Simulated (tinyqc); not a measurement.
## Thin-film resistivity, exact integral against the thick limit

Fuchs-Sondheimer for a film of thickness d, k = d/lam: rho0/rho = 1 - (3 (1 - ps)/(2 k)) int_1^infinity (t^-3 - t^-5)(1 - exp(-k t))/(1 - ps exp(-k t)) dt; thick limit rho/rho0 = 1 + 3 (1 - ps)/(8 k).

Inputs (values chosen for the exercise); metal values close to those of cobalt:

| symbol | value | unit | meaning |
|---|---|---|---|
| rho0 | 6.04 | uohm cm | bulk resistivity |
| lam | 11.7 | nm | bulk mean free path |
| ps | 0 |  | specular share of surface scattering |

Thin-film resistivity, exact integral against the thick limit:
```
d (nm),k,"rho/rho0, exact",thick limit,error of the limit (%),rho (uohm cm)
0.58,0.049573,7.7755,8.5647,10.1,46.964
1.1,0.094017,4.9822,4.9886,0.130,30.092
2.2,0.18803,3.2109,2.9943,-6.75,19.394
4.3,0.36752,2.2197,2.0203,-8.98,13.407
8.3,0.70940,1.6535,1.5286,-7.55,9.9869
16,1.3675,1.3331,1.2742,-4.42,8.0518
31,2.6496,1.1621,1.1415,-1.77,7.0192
60,5.1282,1.0788,1.0731,-0.530,6.5162
120,10.256,1.0379,1.0366,-0.134,6.2692
```

Read the table: what changes, and by how much?

rho/rho0 falls from 7.78 to 1.04. The error of the thick limit goes from 10 through a minimum of -9.0 (at d = 4.3 nm among the rows listed) to -0.13 %; it stays within 5 % for k of 1.368 and above among the rows listed. The change of sign at small k is a crossing of two different laws, not agreement.

Numbers from tinyqc (`OMP_NUM_THREADS=1 python tinyqc.py 2100090 2100091 out.jsonl`; about 0.01 s on one thread of a shared Intel Xeon 2.30GHz).
